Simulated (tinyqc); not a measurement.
Lattice vibrations of a chain, step by step. One step of it, computed by the program tinyqc.

Question. Dynamical matrix at q = 0.34. q is in units of 2 pi/a. A spring k from atom i to atom j, n cells on, adds k to Phi_ii and Phi_jj, -k exp(2 pi i q n) to Phi_ij and the conjugate to Phi_ji (for one atom a cell: 2k (1 - cos 2 pi q n)); D_ij = Phi_ij / sqrt(m_i m_j).

A chain moving along its axis:
```
atom                mass (u)  spring to the next atom (eV/angstrom^2)
1                  93.300000                                24.800000
2                  60.800000                                 5.200000
3                  28.600000                                23.200000
4                  23.300000                                 6.500000
second neighbours          -                                 2.900000
```

Give: D(q).

Answer.

D(q) (eV/(angstrom^2 u)):
```
[[0.3976, -0.3293, -0.0261+0.0474i, 0.0747+0.1177i],
 [-0.3293, 0.5888, -0.1247, -0.0358+0.0651i],
 [-0.0261-0.0474i, -0.1247, 1.1958, -0.8987],
 [0.0747-0.1177i, -0.0358-0.0651i, -0.8987, 1.5236]]
```
